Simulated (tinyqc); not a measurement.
# Worked calculation: round nanowire with a gate all round, subbands and threshold shift from confinement

Numbers from tinyqc (`OMP_NUM_THREADS=1 python tinyqc.py 2350101 2350102 out.jsonl`; about 0.1 s on one thread of a shared Intel Xeon 2.30GHz). Printed values are rounded.

Undoped body with a flat potential across it, hard walls, transport along x. One isotropic valley (g = 1, mx = my = mz = me). Non-parabolicity enters the subband edges through E (1 + al E) = gamma, so E = 2 gamma/(1 + sqrt(1 + 4 al gamma)); motion within a subband is taken as parabolic with the band-edge mass. Energies are counted from the bulk band edge.

Parameters, values chosen for the exercise; masses close to those of InAs: temperature T = 77 K; mass at the band edge me = 0.023 m0; non-parabolicity al = 2.6 1/eV; diameter t = 8.1 nm; widening of the box by penetration into the insulator dl = 0 nm.

Constants: q = 1.602176634e-19 C, kB = 1.380649e-23 J/K, hbar = 1.054571817e-34 J s, m0 = 9.1093837015e-31 kg, Vt = kB T/q, hbar^2/(2 m0) = 0.0380998212 eV nm^2. Results are converted to the units shown.

Range of the model: Non-parabolicity also makes carriers heavier within each subband, which is left out, so densities of states are understated at high energy. Levels near or above 1 eV lie beyond real barriers and upper valleys; they are listed for the hard-wall model only.

## Lowest subbands

gamma = C (2 z/(t + dl))^2 (1/my + 1/mz)/2, z the zeros of the Bessel functions J_l (2.404826, 3.831706, 5.135622, 5.520078, ...), twofold for l > 0; the mean inverse mass is an approximation for anisotropic valleys, C = hbar^2/(2 m0). List the 5 lowest, labelled by quantum numbers, with degeneracy g and N_k: N_k = g sqrt(2 mx m0 kB T/(pi hbar^2)).

```
subband  E_k (eV)  g  N_k (cm^-1)
0,1      0.319178  1    3.57075e5
1,1      0.586969  2    7.14150e5
2,1      0.837959  2    7.14150e5
0,2      0.912488  1    3.57075e5
3,1       1.07975  2    7.14150e5
```

## Threshold shift

Each subband has N_k = g sqrt(2 mx m0 kB T/(pi hbar^2)); without degeneracy n = exp(EF/Vt) sum N_k exp(-E_k/Vt). Classical value Nc times pi t^2/4, Nc = sum over valleys of 2 g (m m0 kB T/(2 pi hbar^2))^1.5 with m = (mx my mz)^(1/3). Threshold shift dVT = Vt ln(classical value/sum N_k exp(-E_k/Vt)). Use the subbands listed.

shares, subband 0,1 to 3,1 (%): [100.000, 0.000, 0.000, 0.000, 0.000]
sum N_k exp(-E_k/Vt) = 4.59202e-16 cm^-1
Nc = 1.13820e16 cm^-3
classical value = 5865.13 cm^-1
dVT = 291.914 mV

With all subbands dVT = 291.9 mV. The lowest edge lies at 319 meV; dVT is smaller than that, since sum N_k exp(-(E_k - E_1)/Vt) exceeds the classical value.
